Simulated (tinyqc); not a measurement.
Polytypes by hexagonality, and a cubic inclusion as a quantum well: one step. Gaps and band edges. Five cases, with inputs chosen for the exercise.

Problem. Evaluate for each polytype.

Gap: E3 + (E2 - E3) h. Valence top Ev2 h and polarisation P2 h, both counted from 3C; Ec = Ev + gap.

Give: a table of polytype, gap (eV), Ev (eV), Ec (eV), P (C/m^2).

Case 1.

Values chosen (of the order of those of InAs; not measured data): E3 = 0.416 eV (gap of the cubic polytype); E2 = 0.455 eV (gap of 2H); Ev2 = 0.054 eV (valence top of 2H above that of 3C); P2 = 0.0019 C/m^2 (spontaneous polarisation of 2H).

Hexagonality:
```
polytype             h/k string         h
2H                           hh  1.000000
21R       hkkhkkkhkkhkkkhkkhkkk  0.285714
10H                  hkkkkhkkkk  0.200000
3C                          kkk  0.000000
8H                     hkkkhkkk  0.250000
```

Solution.

Results:
```
polytype  gap (eV)  Ev (eV)  Ec (eV)  P (C/m^2)
2H          0.4550   0.0540   0.5090    0.00190
21R         0.4271   0.0154   0.4426    0.00054
10H         0.4238   0.0108   0.4346    0.00038
3C          0.4160   0.0000   0.4160    0.00000
8H          0.4258   0.0135   0.4392    0.00047
```

The widest gap is that of 2H, the narrowest that of 3C. Ev and Ec both rise with h, so 3C collects electrons and the more hexagonal side holes: a staggered line-up.

Case 2.

Values chosen (of the order of those of InAs; not measured data): E3 = 0.418 eV (gap of the cubic polytype); E2 = 0.46 eV (gap of 2H); Ev2 = 0.052 eV (valence top of 2H above that of 3C); P2 = 0.002 C/m^2 (spontaneous polarisation of 2H).

Hexagonality:
```
polytype             h/k string         h
9R                    hkhhkhhkh  0.666667
15R             hkkhkhkkhkhkkhk  0.400000
2H                           hh  1.000000
21R       hkkhkkkhkkhkkkhkkhkkk  0.285714
3C                          kkk  0.000000
```

Solution.

Results:
```
polytype  gap (eV)  Ev (eV)  Ec (eV)  P (C/m^2)
9R          0.4460   0.0347   0.4807    0.00133
15R         0.4348   0.0208   0.4556    0.00080
2H          0.4600   0.0520   0.5120    0.00200
21R         0.4300   0.0149   0.4449    0.00057
3C          0.4180   0.0000   0.4180    0.00000
```

The widest gap is that of 2H, the narrowest that of 3C. Ev and Ec both rise with h, so 3C collects electrons and the more hexagonal side holes: a staggered line-up.

Case 3.

Values chosen (of the order of those of GaN; not measured data): E3 = 3.292 eV (gap of the cubic polytype); E2 = 3.525 eV (gap of 2H); Ev2 = 0.066 eV (valence top of 2H above that of 3C); P2 = -0.0156 C/m^2 (spontaneous polarisation of 2H).

Hexagonality:
```
polytype             h/k string         h
21R       hkkhkkkhkkhkkkhkkhkkk  0.285714
15R             hkkhkhkkhkhkkhk  0.400000
4H                         hkhk  0.500000
9R                    hkhhkhhkh  0.666667
2H                           hh  1.000000
```

Solution.

Results:
```
polytype  gap (eV)  Ev (eV)  Ec (eV)  P (C/m^2)
21R         3.3586   0.0189   3.3774   -0.00446
15R         3.3852   0.0264   3.4116   -0.00624
4H          3.4085   0.0330   3.4415   -0.00780
9R          3.4473   0.0440   3.4913   -0.01040
2H          3.5250   0.0660   3.5910   -0.01560
```

The widest gap is that of 2H, the narrowest that of 21R. Ev and Ec both rise with h, so 3C collects electrons and the more hexagonal side holes: a staggered line-up.

Case 4.

Values chosen (of the order of those of GaAs; not measured data): E3 = 1.512 eV (gap of the cubic polytype); E2 = 1.513 eV (gap of 2H); Ev2 = 0.142 eV (valence top of 2H above that of 3C); P2 = 0.0023 C/m^2 (spontaneous polarisation of 2H).

Hexagonality:
```
polytype             h/k string         h
2H                           hh  1.000000
9R                    hkhhkhhkh  0.666667
21R       hkkhkkkhkkhkkkhkkhkkk  0.285714
15R             hkkhkhkkhkhkkhk  0.400000
8H                     hkkkhkkk  0.250000
```

Solution.

Results:
```
polytype  gap (eV)  Ev (eV)  Ec (eV)  P (C/m^2)
2H          1.5130   0.1420   1.6550    0.00230
9R          1.5127   0.0947   1.6073    0.00153
21R         1.5123   0.0406   1.5529    0.00066
15R         1.5124   0.0568   1.5692    0.00092
8H          1.5123   0.0355   1.5477    0.00057
```

The widest gap is that of 2H, the narrowest that of 8H. Ev and Ec both rise with h, so 3C collects electrons and the more hexagonal side holes: a staggered line-up.

Case 5.

Values chosen (of the order of those of InAs; not measured data): E3 = 0.412 eV (gap of the cubic polytype); E2 = 0.458 eV (gap of 2H); Ev2 = 0.048 eV (valence top of 2H above that of 3C); P2 = 0.0022 C/m^2 (spontaneous polarisation of 2H).

Hexagonality:
```
polytype       h/k string         h
9R              hkhhkhhkh  0.666667
2H                     hh  1.000000
6H                 hkkhkk  0.333333
8H               hkkkhkkk  0.250000
15R       hkkhkhkkhkhkkhk  0.400000
```

Solution.

Results:
```
polytype  gap (eV)  Ev (eV)  Ec (eV)  P (C/m^2)
9R          0.4427   0.0320   0.4747    0.00147
2H          0.4580   0.0480   0.5060    0.00220
6H          0.4273   0.0160   0.4433    0.00073
8H          0.4235   0.0120   0.4355    0.00055
15R         0.4304   0.0192   0.4496    0.00088
```

The widest gap is that of 2H, the narrowest that of 8H. Ev and Ec both rise with h, so 3C collects electrons and the more hexagonal side holes: a staggered line-up.

Computed by tinyqc, one run a case: `OMP_NUM_THREADS=1 python tinyqc.py N N+1 out.jsonl` with N = 1880347, 1880348, 1880551, 1880628, 1880713; one thread of a shared Intel(R) Xeon(R) Processor @ 2.30GHz, about 0.1 s a run at most.
